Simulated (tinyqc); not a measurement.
Bandgap voltage reference from two bipolar transistors: effect of the output resistor at T0.

Two transistors of area 1 and N carry the same current I. Is(T) = Is (T/T0)^eta exp[(Vg0 q/kB)(1/T0 - 1/T)], VBE1 = Vt ln(I/Is(T)) + I rb, VBE2 = Vt ln(I/(N Is(T))) + I rb/N. The amplifier forces I R1(T) = VBE1 - VBE2 + Vos, with R(T) = R (1 + tc (T - T0)) for both resistors, and the output is Vref = VBE1 + I R2(T). Base currents and the Early effect are neglected.

Vt = kB T/q; I = (Vt ln N + Vos)/(R1(T) - rb (1 - 1/N)). Box coefficient: span of Vref between 233 and 398 K over its average over T and over 165 K. The last column is the R2 that gives zero slope at T0.

Values chosen for this exercise; values of the order met in silicon bipolar transistors:
- T0 = 298 K (reference temperature)
- Vg0 = 1.205 V (band-gap voltage extrapolated to 0 K)
- eta = 3 (temperature exponent of the saturation current)
- Is = 9.5e-16 A (saturation current of the unit transistor at T0)
- N = 10 (area ratio of the second transistor)
- R1 = 8.5 kohm (resistor across which the difference of VBE falls, at T0)
- tc = 0 ppm/K (temperature coefficient of both resistors)
- Vos = 0 mV (offset of the amplifier)
- rb = 0 ohm (series resistance of the unit transistor)

Constants: q = 1.602176634e-19 C, kB = 1.380649e-23 J/K. Results are converted to the units shown.

Effect of the output resistor at T0:

| R2 (kohm) | I at T0 (uA) | Vref at T0 (V) | slope at T0 (uV/K) | box coefficient (ppm/K) | R2 for zero slope (kohm) |
|---|---|---|---|---|---|
| 89.01 | 6.956 | 1.202 | -180.8 | 157.4 | 96.75 |
| 91.92 | 6.956 | 1.223 | -112.9 | 98.92 | 96.75 |
| 94.82 | 6.956 | 1.243 | -45.16 | 42.69 | 96.75 |
| 96.75 | 6.956 | 1.256 | -0.1077 | 12.67 | 96.75 |
| 98.69 | 6.956 | 1.270 | 45.18 | 29.53 | 96.75 |
| 101.6 | 6.956 | 1.290 | 113.1 | 81.53 | 96.75 |
| 104.5 | 6.956 | 1.310 | 180.8 | 131.8 | 96.75 |

As R2 goes from 89.01 to 104.5, Vref rises from 1.202 to 1.310 V and the box coefficient goes from 157 through a minimum of 12.7 (at R2 = 96.75 among the rows listed) to 132 ppm/K. One per cent in R2 moves the slope by 22.6 uV/K.

Program tinyqc, `OMP_NUM_THREADS=1 python tinyqc.py 2062040 2062041 out.jsonl`; Intel Xeon 2.30GHz, shared host, one thread, about 0.02 s.
